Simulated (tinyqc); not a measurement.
# Strained Delta valleys, repopulation and conductivity mass: mobility against stress

A cubic crystal with three pairs of conduction valleys along x, y and z under uniaxial stress X along [110] (X > 0 is tension); current along [-110]. Non-degenerate electrons, fixed total density, one relaxation time for all valleys and stresses, masses unchanged by strain, so the mobility goes as the mean inverse mass.

Stress s_ij = X a_i a_j with a the unit vector along [110]; strain e_ii = s11 s_ii + s12 (s_jj + s_kk), e_ij = s44 s_ij/2. Valley shift dE = Xu (n.e.n - trace(e)/3) with n the valley axis; share f proportional to exp(-dE/Vt). Inverse mass along the current d = [-110]: (n.d)^2/ml + (1 - (n.d)^2)/mt; mu/mu0 = sum f (1/m) over the plain mean of 1/m. The linear estimate is 1 - pi X with pi the small-stress slope -d(mu/mu0)/dX.

Parameters, values chosen for the exercise; values close to those of silicon: temperature T = 300 K; compliance s11 = 7.89 1/TPa; compliance s12 = -2.09 1/TPa; compliance s44 = 12.3 1/TPa; shear deformation potential Xu = 8.79 eV; longitudinal mass ml = 0.934 m0; transverse mass mt = 0.185 m0.

Constants: q = 1.602176634e-19 C, kB = 1.380649e-23 J/K, Vt = kB T/q. Results are converted to the units shown.

Result of one run:

| X (MPa) | splitting (meV) | largest share | mu/mu0 | linear estimate |
|---|---|---|---|---|
| -1500 | 65.79 | 0.4811 | 0.8382 | 0.6905 |

What becomes of these results when the uniaxial stress (tension positive) X is changed from -1500 to -700 MPa, all else the same?

Result of the changed run:

| X (MPa) | splitting (meV) | largest share | mu/mu0 | linear estimate |
|---|---|---|---|---|
| -700 | 30.70 | 0.4339 | 0.8900 | 0.8556 |

The whole series:

| X (MPa) | splitting (meV) | largest share | mu/mu0 | linear estimate |
|---|---|---|---|---|
| -25 | 1.097 | 0.3380 | 0.9949 | 0.9948 |
| -50 | 2.193 | 0.3426 | 0.9898 | 0.9897 |
| -100 | 4.386 | 0.3516 | 0.9800 | 0.9794 |
| -200 | 8.772 | 0.3687 | 0.9613 | 0.9587 |
| -400 | 17.54 | 0.3988 | 0.9283 | 0.9175 |
| -700 | 30.70 | 0.4339 | 0.8900 | 0.8556 |
| -1000 | 43.86 | 0.4580 | 0.8635 | 0.7937 |
| -1500 | 65.79 | 0.4811 | 0.8382 | 0.6905 |
| -2500 | 109.7 | 0.4964 | 0.8215 | 0.4842 |

The ratio mu/mu0 falls from 0.995 to 0.821; pi = -20.6e-11 1/Pa. The linear estimate of the change is 1.007 times the computed change in the first row and 2.89 times it in the last: once the splitting is several Vt (Vt = 25.9 meV) the upper valleys are nearly empty and little is left to move. At X = -2500 MPa the stress passes 1.5 GPa, where intervalley scattering and masses change too.

Range of the model: Shear strain also changes the transverse masses of these valleys, which is left out.

Numbers from tinyqc (`OMP_NUM_THREADS=1 python tinyqc.py 2530089 2530090 out.jsonl`; about 0.01 s on one thread of a shared Intel Xeon 2.30GHz).
